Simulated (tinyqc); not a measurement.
Inside a calculation. Model: effective-mass impurity with a central-cell term, in a basis of Slater functions. Computed by tinyqc, a small Python program that keeps every step. Command: `OMP_NUM_THREADS=1 python tinyqc.py 3003026 3003027 out.jsonl centralcell walk`. One thread of a shared host (Intel(R) Xeon(R) Processor @ 2.30GHz), about 0.01 s of CPU time with the checks. Intermediate numbers are printed to about 5 digits and carried at full precision; extremes and crossings named in words are read from the listed rows.

The envelope obeys H = -nabla^2 - (2/r) [Z + A exp(-kappa r)] in effective units, with kappa = a*/lambda; positive A deepens the well near the core.

Inputs (values chosen for the exercise, with screening close to that of germanium):
```
quantity,value,unit
effective mass m,0.138,m_0
dielectric constant eps,16.8,-
charge Z of the core,1,-
central-cell strength A,18,-
central-cell range lambda,1.3,angstrom
basis size n,5,-
smallest exponent zeta_1,0.35,1/a*
ratio beta of exponents,2.6,-
```

Impurity: acceptor, one isotropic band.

Constants: Ry = 13.605693123 eV; a_0 = 0.529177210903 angstrom.

## Effective units

Units: Ry* = Ry m/eps^2 and a* = a_0 eps/m, with m in m_0. kappa = a*/lambda; the hydrogenic ground state is bound by Z^2 Ry*.

Ry* = 6.6524 meV

a* = 64.422 angstrom

kappa = 49.555 1/a*

hydrogenic binding energy = 6.6524 meV

## Matrices over the s basis

zeta_i = zeta_1 beta^(i-1), i = 1..n. For s functions exp(-zeta r), with s = zeta_i + zeta_j: S = 2/s^3, T = zeta_i zeta_j S, V = -2 Z/s^2, W = -2 A/(s + kappa)^2; each function is normalised by dividing by sqrt(S_ii S_jj).

exponents (1/a*): [0.35, 0.91, 2.366, 6.1516, 15.99416]

overlap S:
```
,1,2,3,4,5
1,1.0000,0.7189,0.3009,0.0920,0.0243
2,0.7189,1.0000,0.7189,0.3009,0.0920
3,0.3009,0.7189,1.0000,0.7189,0.3009
4,0.0920,0.3009,0.7189,1.0000,0.7189
5,0.0243,0.0920,0.3009,0.7189,1.0000
```

kinetic T (Ry*):
```
,1,2,3,4,5
1,0.1225,0.22896,0.24918,0.19800,0.13586
2,0.22896,0.8281,1.5477,1.6844,1.3385
3,0.24918,1.5477,5.597956,10.463,11.387
4,0.19800,1.6844,10.463,37.842,70.728
5,0.13586,1.3385,11.387,70.728,255.81
```

Coulomb V (Ry*):
```
,1,2,3,4,5
1,-0.7,-0.90576,-0.81725,-0.59791,-0.39665
2,-0.90576,-1.82,-2.3550,-2.1248,-1.5546
3,-0.81725,-2.3550,-4.732,-6.1229,-5.5246
4,-0.59791,-2.1248,-6.1229,-12.3032,-15.920
5,-0.39665,-1.5546,-5.5246,-15.920,-31.98832
```

central cell W (Ry*):
```
,1,2,3,4,5
1,-0.0024446,-0.010024,-0.039716,-0.14477,-0.43918
2,-0.010024,-0.041113,-0.16299,-0.59500,-1.8103
3,-0.039716,-0.16299,-0.64716,-2.3710,-7.2676
4,-0.14477,-0.59500,-2.3710,-8.7606,-27.336
5,-0.43918,-1.8103,-7.2676,-27.336,-88.607
```

## Generalised eigenproblem

(T + V + W) c = E S c with c^T S c = 1 and the largest component positive.

two lowest levels (Ry*): [-1.0975, -0.2598]

coefficients of the lowest state: [-0.08884, 0.93756, 0.16649, -0.01967, 0.01820]

<T> = 1.3547 Ry*

<W> = -0.18271 Ry*

## Converged levels

Large basis: zeta_i = 0.06 x 1.6^(i-1), i = 1..22, same formulas; for p functions r exp(-zeta r): S = 24/s^5, T = zeta_i zeta_j S (centrifugal term included), V = -12 Z/s^4, W = -12 A/(s + kappa)^4; overlap eigenvalues below 1e-11 are dropped. Binding energies are -E Ry*; the effective quantum number is nu = Z/sqrt(-E); |psi(0)|^2 is given relative to the hydrogenic Z^3/(pi a*^3).

1s binding energy = 7.3514 meV

2s binding energy = 1.7468 meV

2p binding energy = 1.6631 meV

effective quantum number of 1s = 0.95127

relative |psi(0)|^2 = 7.9659

The central cell moves 1s by +0.699 meV, 2s by +0.084 meV and 2p by a negligible amount: p states vanish at the core, so the 2p level gives the hydrogenic scale and 1s the chemical shift. The small basis lies 0.051 meV above the converged 1s level. Caution: the density at the core is many times hydrogenic, so the result hangs on the model potential inside one cell, where the envelope picture is weak.

## Chemical shift by three methods

First order: shift = 8 A Z^3/(2 Z + kappa)^2 Ry*. One exponent: minimise zeta^2 - 2 Z zeta - 8 A zeta^3/(2 zeta + kappa)^2 by golden section on 0.2 to 6 Z. All shifts are the binding beyond Z^2 Ry*.

Shift of the 1s binding energy (meV):
```
A,first order,one exponent,large basis
-18.0,-0.36041,-0.32407,-0.2490
-9.0,-0.18021,-0.17050,-0.1468
1.8,0.03604,0.03646,0.0378
4.5,0.09010,0.09281,0.1021
9.0,0.18021,0.19149,0.2362
18.0,0.36041,0.40970,0.6990
22.5,0.45052,0.53135,1.1597
```

The three columns are ordered, first order <= one exponent <= large basis, since each is a variational bound with more freedom. At the largest attractive A first order gives 39 % and one exponent 46 % of the shift; at the most repulsive A the true shift is -0.249 meV against -0.360. Attraction pulls the envelope in and feeds itself, repulsion pushes it out and saturates.

## Convergence with the basis

The error is the lowest level above the large-basis value.

Error of the 1s level:
```
n,error (meV),largest exponent (1/a*)
1,3.4934,3.5000e-01
2,0.4245,9.1000e-01
3,0.2472,2.3660e+00
4,0.1980,6.1516e+00
5,0.0507,1.5994e+01
6,0.0219,4.1585e+01
7,0.0212,1.0812e+02
8,0.0212,2.8111e+02
```

The error falls from 3.49 to 0.0212 meV. The last function changes it by less than 5 %: it has levelled off, and what remains is set by beta and zeta_1, not by the range of exponents.

Checks made by the program: the large basis at A = 0 against Z^2, Z^2/4 and Z^2/4 (relative difference 5e-06).
